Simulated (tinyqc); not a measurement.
When the interface binds a state: heterojunction of two tight-binding chains.

Left chain: hopping -t1, sites at 2 t1 (band bottom 0). Right chain: hopping -t2, sites at dE + 2 t2 (bottom dE). t = c/(m a^2), c = hbar^2/2m0. The bond across the interface is -tc with tc = f sqrt(t1 t2), and the last left site has the extra energy U. In a chain E = bottom + 2t (1 - cos(ka)); the surface Green function of a half chain is g = -exp(ika)/t, with Im k > 0 where cos(ka) > 1.

Constants: hbar^2/2m0 = 3.80998211 eV angstrom^2.

Values chosen for the exercise (masses and offset of the size met at InGaAs / InAlAs; the results hold for these values, not for the real material):
```
symbol  value  unit      meaning
a       2.8    angstrom  site spacing
m1      0.038  m0        mass on the left
m2      0.075  m0        mass on the right
dE      0.56   eV        band offset
f       1                factor on the interface hopping
```

A state below both bands solves E - 2 t1 - U - S1(E) - S2(E) = 0 for E < 0, with S1 = -t1 z1, S2 = -(tc^2/t2) z2 and |z| < 1 the decaying root of z + 1/z = 2 - (E - bottom)/t. Decay lengths -a/ln|z|. The threshold is the U that solves the equation at E = 0. A dash: no bound state.

Interface state:
```
U (eV)   E (eV)  decay left (angstrom)  decay right (angstrom)
-0.97         -                      -                       -
-1.95         -                      -                       -
-2.92         -                      -                       -
-3.57   -0.0071                  118.8                     9.5
-4.22   -0.0525                   43.7                     9.1
-5.20   -0.1709                   24.2                     8.4
-6.49   -0.3910                   16.0                     7.4
-9.74   -1.2079                    9.1                     5.4
```

threshold U = -3.2474 eV

What can be read from this table?

The step pushes the state out, so an attraction must exceed 3.2474 eV to bind; 5 of the 8 rows are bound. At U = -9.74 eV the state decays over 9.1 angstrom to the left and 5.4 to the right, where the band lies higher.

Computed by tinyqc, a small Python program: `OMP_NUM_THREADS=1 python tinyqc.py 1480352 1480353 out.jsonl` (the numbers bound the seed that draws the inputs); one thread of a shared host (Intel(R) Xeon(R) Processor @ 2.30GHz), about 0.01 s for the whole set of steps.
